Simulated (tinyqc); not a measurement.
Donor level screened by free carriers (Yukawa potential): one step. One-parameter trial function. Three cases, with inputs chosen for the exercise.

Task: For exp(-z r): E(z) = z^2 - 8 z^3/(2z + x)^2 in Ry*. Scan z = 0.5, 0.6, ..., 1.1, then minimise; first order gives -1 + 2x.

Potential -(q/(eps r)) exp(-ks r), q = e^2/(4 pi eps0). In units Ry* = Ry m/eps^2 and a* = a0 eps/m the problem is [-Laplacian - 2 exp(-x r)/r] psi = E psi with x = ks a*.

Case 1.

x = 0.416805
Ry* = 32.05265 meV

Case 2.

x = 0.504816
Ry* = 33.43554 meV

Case 3.

x = 0.435489
Ry* = 28.53535 meV

Give: Scan (Ry*); best z; E; binding.

Result:

Case 1.

Scan (Ry*):
```
z    kinetic  potential        E
0.5   0.2500    -0.4982  -0.2482
0.6   0.3600    -0.6610  -0.3010
0.7   0.4900    -0.8313  -0.3413
0.8   0.6400    -1.0070  -0.3670
0.9   0.8100    -1.1868  -0.3768
1.0   1.0000    -1.3696  -0.3696
1.1   1.2100    -1.5550  -0.3450
```

best z = 0.909
E = -0.3768 Ry*
binding = 12.08 meV

First order in x would give -0.166 Ry*, a rigid shift by q ks/eps; it overstates the loss of binding by 0.210 Ry*.

Case 2.

Scan (Ry*):
```
z    kinetic  potential        E
0.5   0.2500    -0.4416  -0.1916
0.6   0.3600    -0.5946  -0.2346
0.7   0.4900    -0.7563  -0.2663
0.8   0.6400    -0.9246  -0.2846
0.9   0.8100    -1.0979  -0.2879
1.0   1.0000    -1.2751  -0.2751
1.1   1.2100    -1.4554  -0.2454
```

best z = 0.871
E = -0.2885 Ry*
binding = 9.65 meV

First order in x would give 0.010 Ry*, a rigid shift by q ks/eps; it overstates the loss of binding by 0.298 Ry*.

Case 3.

Scan (Ry*):
```
z    kinetic  potential        E
0.5   0.2500    -0.4853  -0.2353
0.6   0.3600    -0.6460  -0.2860
0.7   0.4900    -0.8145  -0.3245
0.8   0.6400    -0.9886  -0.3486
0.9   0.8100    -1.1670  -0.3570
1.0   1.0000    -1.3487  -0.3487
1.1   1.2100    -1.5330  -0.3230
```

best z = 0.901
E = -0.3570 Ry*
binding = 10.19 meV

First order in x would give -0.129 Ry*, a rigid shift by q ks/eps; it overstates the loss of binding by 0.228 Ry*.

Computed by tinyqc, one run a case: `OMP_NUM_THREADS=1 python tinyqc.py N N+1 out.jsonl` with N = 1280706, 1280733, 1281058; one thread of a shared Intel(R) Xeon(R) Processor @ 2.30GHz, about 0.02 s a run at most.
